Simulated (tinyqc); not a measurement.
Inside a calculation: k.p values derived from sp3s* tight binding at Gamma. Values are carried at full precision from step to step, so a last printed digit may differ when a step is redone from the rounded ones.

At Gamma the states are two-level mixtures: s-like S+ (upper) and S- (lower) from [[Esa, Vss], [Vss, Esc]], p-like P- (valence) and P+ from [[Epa, Vxx], [Vxx, Epc]], and the bare s* levels. With real k in 1/angstrom and kz = 0, the phase sums over the four bonds are g0 = 1 - (a k/4)^2/2, g1 = i a kx/4, g3 = -(a/4)^2 kx ky to second order. Each mixture is written (anion, cation) with the anion part positive. c = hbar^2/2m0. No spin-orbit coupling.

Constants: hbar^2/2m0 = 3.80998211 eV angstrom^2.

Inputs chosen for the exercise (near a published set for GaAs, fitted to gaps, whose masses and valley positions are rough; not measured data): Esa = -8.413 eV (s level of the anion); Esc = -2.624 eV (s level of the cation); Epa = 1.038 eV (p level of the anion); Epc = 3.653 eV (p level of the cation); Vss = -6.421 eV (s-s); Vxx = 1.971 eV (px-px); a = 5.656 angstrom (lattice constant); Vsapc = 4.531 eV (s anion, p cation); Vscpa = 5.778 eV (s cation, p anion); Vxapc = 4.852 eV (s* anion, p cation); Vpaxc = 4.75 eV (p anion, s* cation); Exa = 8.6 eV (s* level of the anion); Exc = 6.766 eV (s* level of the cation); Vxy = 5.08 eV (px-py).

## States at Gamma

Solve the two blocks.

States:
```
state    E (eV)  anion part  cation part
S-     -12.5618     0.83993      0.54270
P-      -0.0197     0.88113     -0.47287
S+       1.5248     0.54270     -0.83993
P+       4.7107     0.47287      0.88113
```

## Linear terms and the Kane energy

<s state|dH/dkx|x state> = i P with P = (a/4)(sa pc Vsapc + sc pa Vscpa), sa, sc and pa, pc being the parts of the two states; for s* on the anion P = (a/4) pc Vxapc, on the cation (a/4) pa Vpaxc. Ep = P^2/c for S+ to P-.

Couplings:
```
pair       P (eV angstrom)  E(first) - E(second) (eV)
S+ to P-           -7.6907                     1.5445
S+ to P+           -0.1813                    -3.1860
S- to P-            1.3622                   -12.5420
s*a to P-          -3.2442                     8.6197
s*c to P-           5.9181                     6.7857
```

Ep = 15.524 eV

The two terms of S+ to P- have the same sign and add: S+ and P- both change sign from anion to cation. An on-site momentum element between s and p, which real atoms have, is absent from this model.

## Electron mass

m0/m = [<S+|d2H/dkx^2|S+>/2 + sum P^2/(E(S+) - E(P))]/c over P- and P+, with the direct term -(a/4)^2 sa sc Vss.

parts of m0/m: direct -1.536, from P- 10.051, from P+ -0.003

mass = 0.1175 m0

The valence band supplies 118 % of m0/m; the direct term, which stands in for the free-electron 1, is -1.54. Sets of this kind were fitted to gaps and often give too heavy a mass, by up to a factor of two.

## Valence parameters L, M, N and the Luttinger values

Direct terms d0 = -(a/4)^2 pa pc Vxx, dN = -2 (a/4)^2 pa pc Vxy for P-. F = sum P^2/(E(P-) - E(s)) over S+, S-, s*a, s*c. The y state of P- couples to the z state of P+ through Q = (a/4) Vxy (pa p'c - pc p'a), primes for P+, and H1 = Q^2/(E(P-) - E(P+)). L = d0 + F, M = d0 + H1, N = dN + F + H1; g1 = -(L + 2M)/(3c), g2 = -(L - M)/(6c), g3 = -N/(6c).

d0, dN, F, Q, H1 (eV angstrom^2; Q in eV angstrom): 1.6420  8.4639  -44.5302  7.1831  -10.9074

L, M, N (eV angstrom^2): -42.888  -9.265  -46.974

g1, g2, g3: 5.374  1.471  2.055

Along [100] the masses without spin-orbit coupling are c/|L| = 0.089 (one band) and c/|M| = 0.411 (two bands).

## Checks

- Electron mass against a finite difference of the full bands: both 0.1175.
- L and M against finite differences along [100]: largest relative difference 2.3e-05.
- Lowest curvature along [111], (L + 2M + 2N)/3, against a finite difference: -51.789 against -51.787.

tinyqc: `OMP_NUM_THREADS=1 python tinyqc.py 1450944 1450945 out.jsonl`; about 0.01 s, one thread, shared Intel(R) Xeon(R) Processor @ 2.30GHz.
